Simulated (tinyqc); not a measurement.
Scaling the whole coupling: critical temperature from a phonon spectrum: McMillan, Allen-Dynes and the linearised Eliashberg equation. Computed by tinyqc, a small Python program. Command: `OMP_NUM_THREADS=1 python tinyqc.py 3018497 3018498 out.jsonl eliashberg walk`. One thread of a shared host (Intel(R) Xeon(R) Processor @ 2.30GHz), about 0.01 s of CPU time with the checks.

alpha^2 F(omega) = sum_i (lambda_i omega_i/2) delta(omega - omega_i), so that lambda = 2 int alpha^2 F/omega d omega = sum_i lambda_i.

Inputs (values chosen for the exercise, for a model metal): peak energy omega_1 = 16.5 meV; coupling lambda_1 = 1.28; Coulomb pseudopotential mu* = 0.12.

Peaks in alpha^2 F: one.

Constants: k_B = 8.617333262e-05 eV/K.

Method:
- omega_log = exp(sum lambda_i ln omega_i / lambda); omega_rms = sqrt(sum lambda_i omega_i^2 / lambda).
- McMillan form: k_B T_c = (omega_log/1.2) exp[-1.04 (1 + lambda)/(lambda - mu* (1 + 0.62 lambda))]. Allen-Dynes multiplies it by f1 f2: f1 = [1 + (lambda/L1)^(3/2)]^(1/3), L1 = 2.46 (1 + 3.8 mu*); f2 = 1 + (omega_rms/omega_log - 1) lambda^2/(lambda^2 + L2^2), L2 = 1.82 (1 + 6.3 mu*) omega_rms/omega_log.
- Linearised Eliashberg equation at omega_n = (2n + 1) pi k_B T, n = 0..N-1: lambda(j) = sum_i lambda_i omega_i^2/(omega_i^2 + (2 pi j k_B T)^2); K_mn = lambda(m - n) + lambda(m + n + 1) - 2 mu*(N) - delta_mn [2m + 1 + lambda(0) + 2 sum_(j=1..m) lambda(j)], with 1/mu*(N) = 1/mu* + ln(omega_rms/omega_N), omega_N = (2N + 1) pi k_B T. T_c is where the largest eigenvalue rho of K is zero.
- N is the smallest integer at or above 8 omega_max/(2 pi k_B T_AD), omega_max the highest peak and T_AD the Allen-Dynes value.
- All lambda_i are multiplied by s. The last column is the large-lambda limit for mu* = 0, k_B T_c = 0.1827 omega_rms sqrt(lambda).

lambda = 1.28

omega_rms = 16.5 meV

omega_log = 16.5 meV

T_c (K):
```
s    lambda  McMillan  Allen-Dynes  Eliashberg  large-lambda limit
0.6   0.768     7.103        7.331       7.080              30.657
0.8   1.024    12.549       13.158      12.901              35.400
1.0   1.280    17.210       18.357      18.127              39.578
1.3   1.664    22.683       24.861      24.727              45.126
1.7   2.176    27.899       31.747      31.843              51.603
2.3   2.944    33.044       39.784      40.384              60.023
3.2   4.096    37.669       49.161      50.797              70.799
```

What follows from these numbers?

McMillan/Eliashberg runs from 1.00 at lambda = 0.77 to 0.74 at 4.10: the exponential form levels off at large lambda, while the true T_c keeps rising (exponent 0.69 between the last rows, tending to 1/2). Allen-Dynes stays within about 4 % over the table. The last row reaches 72 % of the mu* = 0 limit; with mu* above zero T_c stays below that line at any lambda.

Extremes, crossings and ranges named in words are read from the listed rows.
